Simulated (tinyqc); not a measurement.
Holstein polaron on two sites: one step, computed by the program tinyqc. Command: `OMP_NUM_THREADS=1 python tinyqc.py 3014383 3014384 out.jsonl holstein walk`. One thread of a shared host (Intel(R) Xeon(R) Processor @ 2.30GHz), about 0.01 s of CPU time with the checks.

One electron on sites 1 and 2: H = -t (c1+ c2 + c2+ c1) + hbar omega sum_i b_i+ b_i - g hbar omega sum_i n_i (b_i + b_i+). The symmetric phonon shifts the energy by -g^2 hbar omega/2 and drops out; with b = (b_1 - b_2)/sqrt(2) there remains H = -t sigma_x + hbar omega b+ b - (g hbar omega/sqrt(2)) sigma_z (b + b+). Parity splits it into blocks p = +1 and -1 over phonon numbers n. Zero-point energies are left out. Weights Z refer to mode b alone; the displaced symmetric mode multiplies the full zero-phonon weight by exp(-g^2/2).

Question. The even block in a small basis. Block p: H_nn = n hbar omega - p t (-1)^n - g^2 hbar omega/2, H_(n,n+1) = -(g hbar omega/sqrt(2)) sqrt(n + 1). Take p = +1 and n = 0..N-1.

Inputs (values chosen for the exercise, for a model dimer): hopping t = 4.4 meV; phonon energy hbar omega = 31.4 meV; coupling g = 0.71; phonon levels kept N = 5.

Give: H, even block.

Answer.

H, even block (meV):
$$\begin{pmatrix}
-12.31 & -15.76 & 0.00 & 0.00 & 0.00 \\
-15.76 & 27.89 & -22.29 & 0.00 & 0.00 \\
0.00 & -22.29 & 50.49 & -27.30 & 0.00 \\
0.00 & 0.00 & -27.30 & 90.69 & -31.53 \\
0.00 & 0.00 & 0.00 & -31.53 & 113.29
\end{pmatrix}$$
